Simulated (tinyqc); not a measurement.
## Reflectance at normal incidence against thickness

Normal incidence on air, film (n1) and substrate (N2 = n2 - i k2): r01 = (1 - n1)/(1 + n1), r12 = (n1 - N2)/(n1 + N2), amplitude (r01 + r12 X)/(1 + r01 r12 X), X = exp(-4 pi i n1 d/lam), R its squared modulus, phase from 0 to 360 degrees.

Inputs (values chosen for the exercise): wavelength lam = 632.8 nm; index of the transparent film n1 = 1.672; index of the substrate n2 = 3.882; extinction coefficient of the substrate k2 = 0.019.

Reflectance at normal incidence against thickness:
```
d (nm),R (%),phase of the reflected amplitude (degrees)
0,34.85,179.8
24,31.39,155.4
48,21.50,126.9
71,9.124,87.87
95,2.651,357.1
119,9.657,269.8
142,22.06,231.7
166,31.69,203.4
190,34.85,179.1
```

R goes from 34.9 through a minimum of 2.65 (at d = 95 nm among the rows listed) to 34.8 %. At a quarter wave, d = 94.6 nm, R = 2.65 %; for a transparent substrate it would vanish for n1 = sqrt(n2) = 1.97.

Numbers from tinyqc (`OMP_NUM_THREADS=1 python tinyqc.py 2870124 2870125 out.jsonl`; about 0.01 s on one thread of a shared Intel Xeon 2.30GHz).
